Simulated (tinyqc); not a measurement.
## MOS structure on a p-type body with a surface-enhanced doping, non-linear Poisson equation by Newton steps: starts and damping rules compared

One dimension, insulator interface at x = 0, acceptor density Na + N0 exp(-x/Ls), net doping C = -(acceptor density). psi is counted from the intrinsic level: n = ni exp((psi - Vb)/Vt), p = ni exp(-psi/Vt); deep in the body psi_b = -Vt ln(Na/ni). The gate acts through Cox = eps0 eox/tox and has the potential psi_G = Vg - (phiM - chi - Vt ln(Nc/ni)). Boltzmann statistics, full ionisation, classical densities, no oxide or interface charge. Acceptors in real wide-gap material are deep and only partly ionised in the neutral body.

a_i = eps0 eps_r/h_i for the interval from node i to i + 1, with h_i = x_(i+1) - x_i in cm.

n_i = ni exp((psi_i - Vb)/Vt), p_i = ni exp(-psi_i/Vt), rho_i = p_i - n_i + C_i, g_i = (n_i + p_i)/Vt. Box widths w_i = (h_(i-1) + h_i)/2 in cm. Residual F_i = a_i (psi_(i+1) - psi_i) - a_(i-1) (psi_i - psi_(i-1)) + q rho_i w_i; Jacobian: a_(i-1) and a_i beside the diagonal, b_i = -a_(i-1) - a_i - q g_i w_i on it. Node 0 is free: w_0 = h_0/2, F_0 = a_0 (psi_1 - psi_0) + Cox (psi_G - psi_0) + q rho_0 w_0, b_0 = -a_0 - Cox - q g_0 w_0, with Cox = eps0 eox/tox, psi_G = Vg - (phiM - chi - Vt ln(Nc/ni)). The last node is fixed.

Iterations until the largest undamped |d| is below 1e-9 V (the last, tiny step is counted), with a cap of 100; "overflow" would mean that an exponential left the range of double precision. Starts:
- neutral: -Vt ln(-C_i/ni) on every node but the last, which holds psi_b.
- parabola: psi_b + U (1 - x/W)^2 for x < W and psi_b beyond, with U = Vb - 2 psi_b and W = sqrt(2 eps0 eps_r U/(q Na)).
- linear: A straight line in x from psi_G at node 0 to psi_b at the last node.

Rules for the step d, which solves the tridiagonal system a_(i-1) d_(i-1) + b_i d_i + a_i d_(i+1) = -F_i:
- full Newton steps: the full step is added.
- logarithmic damping: each component d is damped to sign(d) Vt ln(1 + |d|/Vt) before it is added.
- steps capped at 4 Vt: if the largest |d| exceeds 4 Vt, the whole step is scaled down so that it equals 4 Vt.
- halved steps: half of the step is added while the largest |d| exceeds 1.5 Vt, the full step after that.

Parameters, values chosen for the exercise; band and dielectric values close to those of 4H silicon carbide: temperature T = 400 K; band gap Eg = 3.24 eV; relative permittivity eps_r = 9.55; conduction-band density of states at T Nc = 2.65e19 cm^-3; valence-band density of states at T Nv = 3.83e19 cm^-3; electron affinity chi = 3.62 eV; acceptor density deep in the body Na = 1.3e18 cm^-3; relative permittivity of the gate insulator (close to silicon dioxide) eox = 3.9; insulator thickness tox = 8 nm; gate work function phiM = 3.91 eV; electron quasi-Fermi potential against the body Vb = 0.3 V; extra acceptor density at the surface N0 = 3.2e18 cm^-3; decay length Ls = 19 nm; gate voltage against the body Vg = 4.12 V.

Constants: q = 1.602176634e-19 C, kB = 1.380649e-23 J/K, Vt = kB T/q, eps0 = 8.8541878128e-14 F/cm where lengths are in cm. Results are converted to the units shown.

| node | x (nm) | net doping C (cm^-3) |
|---|---|---|
| 0 | 0 | -4.5e18 |
| 1 | 0.8 | -4.36806e18 |
| 2 | 2.11 | -4.16365e18 |
| 3 | 4.27 | -3.85592e18 |
| 4 | 7.82 | -3.42033e18 |
| 5 | 13.7 | -2.85597e18 |
| 6 | 23.2 | -2.24374e18 |
| 7 | 39 | -1.71087e18 |
| 8 | 64.9 | -1.40512e18 |
| 9 | 107 | -1.31147e18 |
| 10 | 177 | -1.30029e18 |
| 11 | 292 | -1.30000e18 |

ni = 0.123629 cm^-3

Iterations needed:

|  | full Newton steps | logarithmic damping | steps capped at 4 Vt | halved steps |
|---|---|---|---|---|
| neutral | 10 | 33 | 26 | 14 |
| parabola | 26 | 14 | 8 | 15 |
| linear | over 100 | over 100 | over 100 | over 100 |

What do the numbers show?

The fewest iterations, 8, are needed by steps capped at 4 Vt from the parabola start. No result within 100 iterations: full Newton steps from the linear start; logarithmic damping from the linear start; steps capped at 4 Vt from the linear start; halved steps from the linear start.

Computed by the program tinyqc: `OMP_NUM_THREADS=1 python tinyqc.py 2080004 2080005 out.jsonl`, one thread of a shared Intel Xeon 2.30GHz, about 0.7 s for the whole run.
